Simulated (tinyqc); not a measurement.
Classical nucleation, growth and JMAK kinetics of crystallisation from a melt or glass: one step, computed by the program tinyqc. Command: `OMP_NUM_THREADS=1 python tinyqc.py 3012984 3012985 out.jsonl nucl walk`. One thread of a shared host (Intel(R) Xeon(R) Processor @ 2.30GHz), about 0.01 s of CPU time with the checks.

A spherical nucleus cap on a flat wall with a sharp interface of isotropic energy gamma; lambda = Omega^(1/3) is the jump distance.

Question. Fraction transformed and grain size. JMAK with steady nucleation and growth, nuclei spread at random: extended fraction X_e = (pi/3) I u^3 t^4, X = 1 - exp(-X_e); t_X = [-3 ln(1 - X)/(pi I u^3)]^(1/4); final grains per volume = Gamma(5/4) (3/pi)^(1/4) (I/u)^(3/4), Gamma(5/4) = 0.9064024771. Grain size = (grains per volume)^(-1/3).

Inputs (values chosen for the exercise, for a model substance): atomic volume Omega = 28 angstrom^3; temperature T = 629 K; time t = 0.00022 s.

Nucleation: on a flat wall. Driving force: Thompson-Spaepen.

nucleation rate I = 2.093469e+13 1/(m^3 s)

growth velocity u = 3.401868e-06 m/s

Give: extended fraction; fraction X at t; half time t_0.5; grains per volume; grain size.

Answer.

extended fraction = 2.022e-18

fraction X at t = 2.022e-18

half time t_0.5 = 5.323 s

grains per volume = 1.107e+14 1/m^3

grain size = 20.83 micrometre

t is 4.1e-5 half times: nearly nothing has crystallised. Caution: homogeneous nucleation, left out here, would be as fast or faster: the wall offers too few sites or too small a cut in the barrier. Caution: homogeneous nucleation, left out here, would be as fast or faster.
